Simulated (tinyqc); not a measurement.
# MOSFET in saturation, small-signal circuit and noise: what changes with what

Bias by the inversion coefficient IC = I/Ispec (charge-based model with velocity saturation; weak inversion below 0.1, strong above 10). Common-source circuit: gm, gds, Cgs, Cgd and Cj at the inner nodes, Rg in series with the gate; quasi-static, no source or drain resistance, no gate-body capacitance, no substrate network, no induced gate noise, so fmax is an upper estimate.

Values chosen for this exercise:
- T = 273 K (temperature)
- L = 65 nm (gate length)
- W = 40 um (total gate width)
- Cox = 1.99 uF/cm^2 (gate capacitance)
- mu = 200 cm^2/(V s) (mobility)
- n = 1.37 (slope factor)
- Ls = 15 nm (velocity-saturation length)
- sg = 0.032 (ratio gds/gm)
- Cov = 0.44 fF/um (overlap and fringe capacitance per side)
- Cj = 0.3 fF/um (drain junction capacitance)
- Rsh = 15 ohm (sheet resistance of the gate)
- Wf = 1 um (finger width)
- Rc = 200 ohm um (gate contact and vertical resistance)
- IC = 0.41 (inversion coefficient)
- gw = 0.13 (short-channel excess of the noise factor)
- Nt = 1.4e17 cm^-3 eV^-1 (oxide trap density)
- lt = 0.1 nm (tunnelling length into the oxide)
- ac = 3000 V s/C (Coulomb scattering coefficient)

Constants: q = 1.602176634e-19 C, kB = 1.380649e-23 J/K, Vt = kB T/q. Results are converted to the units shown.

Each table varies one quantity; the others keep the values above.

## Effect of the inversion coefficient on speed and noise

Ispec = 2 n mu Cox (W/L) Vt^2, lc = Ls/L, gms = [sqrt((lc IC + 1)^2 + 4 IC) - 1]/[2 + lc (lc IC + 1)], gm = gms Ispec/(n Vt), gds = sg gm. qs = [sqrt(1 + 4 IC) - 1]/2, Cgs = Cox W L qs (2 qs + 3)/(3 (qs + 1)^2) + Cov W, Cgd = Cov W, Cd = Cj W, Rg = Rsh (Wf/L)/(12 Nf) + Rc/W with Nf = W/Wf fingers (not rounded) contacted at both ends. fT = gm/(2 pi (Cgs + Cgd)), fmax = fT/(2 sqrt(Rg (gds + 2 pi fT Cgd))). Channel noise Sid = 4 kB T gam n gm with gam = (1/2 + (2/3) qs)/(1 + qs) + gw lc IC, qs = [sqrt(1 + 4 IC) - 1]/2, lc = Ls/L (the last term an empirical rise with velocity saturation); at the gate, white noise Sw = Sid/gm^2 + 4 kB T Rg. Number fluctuation with correlated mobility: S(f) = K/f, K = q^2 Vt lt Nt/(W L Cox^2) (1 + ac mu Cox I/gm)^2, Vt in eV with Nt per eV. Corner fc = K/Sw. IC is held fixed.

The same in every row: Rg (ohm) = 5.4808.

Effect of the inversion coefficient on speed and noise:
```
IC,I (uA),fT (GHz),fmax (GHz),sqrt(Sw) (nV/Hz^0.5),fc (MHz)
0.03,11.142,1.4535,23.709,5.5930,0.28377
0.1,37.141,4.2192,40.298,3.2095,0.86623
0.3,111.42,9.7114,60.871,2.0471,2.1556
1,371.41,20.644,88.171,1.3730,4.9422
3,1114.2,37.161,117.66,1.0533,8.9007
10,3714.1,63.872,153.65,0.90907,13.677
30,11142,90.408,182.42,0.96234,16.232
```

As IC goes from 0.03 to 30, fT rises from 1.45 to 90.4 GHz, fmax rises from 23.7 to 182 GHz, the white noise goes from 5.59 through a minimum of 0.909 (at IC = 10 among the rows listed) to 0.962 nV/Hz^0.5 and the corner rises from 0.284 to 16.2 MHz. For IC = 0.03 to 1 fmax exceeds 4 fT, where channel resistance and substrate losses, left out here, would cap it.

## Effect of the total gate width on speed and noise

Same model as above.

Corner fc = K/Sw. IC is held fixed.

The same in every row: fT (GHz) = 11.98; fmax (GHz) = 67.49; fc (MHz) = 2.722.

Results:
```
W (um),I (uA),Rg (ohm),sqrt(Sw) (nV/Hz^0.5)
2,7.614,109.6,8.170
4.3,16.37,50.98,5.572
9.3,35.40,23.57,3.789
43,163.7,5.098,1.762
93,354.0,2.357,1.198
200,761.4,1.096,0.8170
```

Estimate the missing row, W = 20 um.

Computed row:
```
W (um),I (uA),Rg (ohm),sqrt(Sw) (nV/Hz^0.5)
20,76.14,10.96,2.584
```

With this row back in the table: As W goes from 2 to 200 um, fT stays at 12.0 GHz, fmax stays at 67.5 GHz, the white noise falls from 8.17 to 0.817 nV/Hz^0.5 and the corner stays at 2.72 MHz. Current, gm and capacitances scale with W and Rg with 1/W, so the frequencies stay while both noise powers fall as 1/W. In every row fmax exceeds 4 fT, where channel resistance and substrate losses, left out here, would cap it.

## Gains against frequency

Inner admittances at w = 2 pi f: y11 = i w (Cgs + Cgd), y12 = -i w Cgd, y21 = gm - i w Cgd, y22 = gds + i w (Cgd + Cd). Invert to Z, add Rg to Z11 and invert back to Y. |h21| = |Y21/Y11|; U = |Y21 - Y12|^2/(4 [Re Y11 Re Y22 - Re Y12 Re Y21]). MSG = |Y21/Y12|; stability factor k = [2 Re Y11 Re Y22 - Re(Y12 Y21)]/|Y12 Y21|.

The same in every row: f sqrt(U) (GHz) = 67.49.

Results:
```
f (GHz),|h21| (dB),U (dB),MSG (dB),k
0.12,39.98,55.00,24.22,0.004206
0.22,34.72,49.74,21.58,0.007710
0.42,29.10,44.12,18.78,0.01472
0.78,23.73,38.74,16.09,0.02733
1.5,18.06,33.06,13.25,0.05251
5.1,7.528,22.43,7.987,0.1765
9.6,2.304,16.94,5.375,0.3220
```

Estimate the missing row, f = 2.7 GHz.

Computed row:
```
f (GHz),|h21| (dB),U (dB),MSG (dB),k
2.7,12.97,27.96,10.71,0.09429
```

With this row back in the table: Over the table |h21| falls by 19.8 dB a decade, U by 20.0 and MSG by 9.90. The product f sqrt(U) stays at 67.5 GHz, against fmax = 67.5 GHz from the formula. k stays below one in all rows, so the device is only conditionally stable. In every row fmax exceeds 4 fT, where channel resistance and substrate losses, left out here, would cap it.

## Effect of the gate length on speed and noise

Same model as above.

Corner fc = K/Sw. IC is held fixed, and so is sg.

Effect of the gate length on speed and noise:
```
L (nm),I (uA),Rg (ohm),fT (GHz),fmax (GHz),sqrt(Sw) (nV/Hz^0.5),fc (MHz)
20,494.9,6.562,42.91,117.5,1.117,23.90
32,309.3,5.977,26.76,97.08,1.338,10.34
50,198.0,5.625,16.34,77.98,1.622,4.495
79,125.3,5.396,9.417,60.19,2.000,1.868
130,76.14,5.240,4.888,43.68,2.534,0.7065
200,49.49,5.156,2.636,32.02,3.123,0.3023
320,30.93,5.098,1.273,22.01,3.932,0.1191
500,19.80,5.062,0.6066,14.89,4.903,0.04902
```

As L goes from 20 to 500 nm, fT falls from 42.9 to 0.607 GHz, fmax falls from 118 to 14.9 GHz, the white noise rises from 1.12 to 4.90 nV/Hz^0.5 and the corner falls from 23.9 to 0.0490 MHz. fT goes as L^(-1.00) between the first two rows and L^(-1.66) between the last two; with no overlap and no velocity saturation it would go as 1/L^2. For L = 50 to 500 nm fmax exceeds 4 fT, where channel resistance and substrate losses, left out here, would cap it.

tinyqc, about 0.01 s, one thread, Intel Xeon 2.30GHz (shared host): `OMP_NUM_THREADS=1 python tinyqc.py 2150006 2150007 out.jsonl`
